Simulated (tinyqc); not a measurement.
Undoped symmetric double-gate MOSFET, analytic potential model: one step of the calculation.

An undoped body of thickness ts between two equal insulators and tied gates; long channel, electrons only, n = ni exp((psi - V)/Vt) with V the quasi-Fermi potential (0 at the source, Vd at the drain), constant mobility, no quantisation. Across the body psi(x) = V - 2 Vt ln[(ts/(2 beta)) sqrt(q ni/(2 eps0 eps_r Vt)) cos(2 beta x/ts)], x from the centre. Q is the electron charge per area of the whole body.

Task. beta at the source by Newton steps in z = ln(tan beta). With V = 0, t = exp(z), beta = arctan(t): f = ln(beta) + (1/2) ln(1 + t^2) + 2 r beta t - (Vg - V0)/(2 Vt); with c = t/(1 + t^2), df/dz = c/beta + t c + 2 r t (c + beta); z(new) = z - f/(df/dz).

Inputs (values chosen for the exercise): temperature T = 250 K; gate voltage Vg = 0.48 V.

Constants: q = 1.602176634e-19 C, kB = 1.380649e-23 J/K, Vt = kB T/q. Results are converted to the units shown.

z at the start = 1
r = 0.25166667
V0 = 0.61130403 V

Give: beta; f; df/dz; z after iteration 1.

Result.

beta = 1.2183
f = 5.9752
df/dz = 3.2570
z after iteration 1 = -0.83460

Program tinyqc, `OMP_NUM_THREADS=1 python tinyqc.py 2440165 2440166 out.jsonl`; Intel Xeon 2.30GHz, shared host, one thread, about 0.02 s.
